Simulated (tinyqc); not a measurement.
Inside a calculation. Method: coupled-perturbed Hartree-Fock on RHF in the sto-3g basis, for H4, spin multiplicity 1. One step of it, computed by the program tinyqc.

Question. Coupled step 2. U_ai = -(mu_ai + sum_bj [4 (ai|bj) - (ab|ij) - (aj|bi)] U_bj) / (e_a - e_i); alpha = -4 sum U_ai mu_ai.

U after step 1:
```
           i1        i2
a3   0.000000  1.718466
a4  -0.395553  0.000000
```

dipole integrals <a|z|i> (bohr):
```
          i1         i2
a3  0.000000  -1.396059
a4  0.495451   0.000000
```

orbital energies (hartree): MO1 -0.613099, MO2 -0.486281, MO3 0.451857, MO4 0.836679

Two-electron integrals over orbitals (pq|rs), unique and non-zero (hartree):
```
(11|11) 0.460750    (21|21) 0.201519    (22|11) 0.449643    (22|22) 0.459489
(31|11) -0.046626   (31|22) -0.002482   (31|31) 0.104373    (32|21) 0.069596
(32|32) 0.100959    (33|11) 0.447567    (33|22) 0.447639    (33|31) -0.013693
(33|33) 0.466239    (41|21) 0.021809    (41|32) -0.073016   (41|41) 0.087072
(42|11) 0.057056    (42|22) 0.018715    (42|31) -0.100867   (42|33) 0.016232
(42|42) 0.106518    (43|21) -0.193175   (43|32) -0.070933   (43|41) -0.019104
(43|43) 0.205874    (44|11) 0.480886    (44|22) 0.470794    (44|31) -0.051384
(44|33) 0.482727    (44|42) 0.063435    (44|44) 0.528643
```

Give: U after step 2; polarisability.

Answer.

U after step 2:
```
        i1     i2
a3   0.000  1.754
a4  -0.404  0.000
```

polarisability = 10.596 bohr^3
